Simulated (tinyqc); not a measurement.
Input admittance of a MOSFET at zero drain bias: distributed channel and distributed gate: two steps of the calculation.

Source and drain grounded, strong inversion, w = 2 pi f, Cox = eps0 eox/tox. The channel is an RC line of resistance 1/(mu Cox Vo) per square fed from both ends, so one finger has the intrinsic admittance y = i w Cox L tanh(g)/g per width, g = (1/2) sqrt(i w tau), tau = L^2/(mu Vo). The vertical resistance rv/L is in series with y, the overlaps 2 i w Cov in parallel: y_t = 1/(1/y + rv/L) + 2 i w Cov. The gate strip is a line of Rsh/L per length loaded by y_t, so a finger has Y = y_t Wf tanh(k)/k, k = (Wf/sd) sqrt(y_t Rsh/L); the device has Nf Y.

Inputs (values chosen for the exercise); values of the order met in silicon radio-frequency transistors: relative permittivity of the gate insulator (close to silicon dioxide) eox = 3.9; insulator thickness tox = 3.8 nm; channel length L = 0.14 um; finger width Wf = 11 um; number of fingers Nf = 64; channel mobility mu = 230 cm^2/(V s); gate overdrive Vo = 0.58 V; sheet resistance of the gate Rsh = 14 ohm/square; vertical resistivity of the gate stack rv = 0 ohm um^2; number of ends at which a finger is contacted sd = 1; overlap and fringe capacitance on each side Cov = 0.38 fF/um; frequency f = 8.7 GHz.

Constants: eps0 = 8.8541878128e-14 F/cm where lengths are in cm. Results are converted to the units shown.

Task 1. Admittance of the channel and stack per width. tau, g, c = Cox L, y and y_t as defined.

Wanted: tau; g; c; y; y_t.

Result 1.

tau = 1.469 ps
g = 0.1002+0.1002i
c = 1.272 fF/um
y = 0.47+69.54i uS/um
y_t = 0.5+111.1i uS/um

w tau = 0.0803, and Im y is 1.00 of w c.

Task 2. Input impedance of the device. k and Y as defined; Z = 1/(Nf Y) = R + 1/(i w C); Q = |Im Z|/R; signal at the point farthest from a contact |1/cosh k|.

y_t = 0.46542+111.08424i uS/um

Give: k; Nf Y; R; C; Q; signal at the far point.

Result 2.

k = 0.82151+0.81808i
Nf Y = 27.307+63.494i mS
R = 5.7162 ohm
C = 1376.4 fF
Q = 2.3252
signal at the far point = 0.87424

Computed by the program tinyqc: `OMP_NUM_THREADS=1 python tinyqc.py 2262099 2262100 out.jsonl`, one thread of a shared Intel Xeon 2.30GHz, about 0.01 s for the whole run.
